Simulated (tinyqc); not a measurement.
Carrier lifetime of a p-type layer with SRH, radiative, Auger and surface recombination: one step of the calculation.

Uniform excess density dn = dp (no trapping), n = n0 + dn, p = p0 + dn, Boltzmann statistics, full ionisation. Surfaces enter as a rate 2 S dn/d, which holds while diffusion to them is fast.

Problem. Equilibrium densities and SRH constants. ni = sqrt(Nc Nv) exp(-Eg/(2 Vt)), Eg in volts; majority density N/2 + sqrt(N^2/4 + ni^2), n0 p0 = ni^2; n1 = Nc exp(-Et/Vt), p1 = Nv exp((Et - Eg)/Vt); tn0 = 1/(sn vth Nt), tp0 = 1/(sp vth Nt).

Values chosen for this exercise; band and dielectric values close to those of 4H silicon carbide: temperature T = 250 K; band gap Eg = 3.26 eV; conduction-band density of states at T Nc = 1.31e19 cm^-3; valence-band density of states at T Nv = 1.87e19 cm^-3; acceptor density N = 3.8e15 cm^-3; trap density Nt = 5.9e11 cm^-3; capture cross-section for electrons sn = 2e-17 cm^2; capture cross-section for holes sp = 4e-15 cm^2; thermal velocity (both carriers) vth = 2.2e7 cm/s; trap level below the conduction band Et = 1.7 eV.

Constants: q = 1.602176634e-19 C, kB = 1.380649e-23 J/K, Vt = kB T/q. Results are converted to the units shown.

Wanted: ni; n0; p0; n1; p1; tn0; tp0.

Solution.

ni = 2.1637e-14 cm^-3
n0 = 1.2320e-43 cm^-3
p0 = 3.8000e15 cm^-3
n1 = 7.0272e-16 cm^-3
p1 = 6.6623e-13 cm^-3
tn0 = 0.0038521 s
tp0 = 1.9260e-5 s

Program tinyqc, `OMP_NUM_THREADS=1 python tinyqc.py 2300119 2300120 out.jsonl`; Intel Xeon 2.30GHz, shared host, one thread, about 0.01 s.
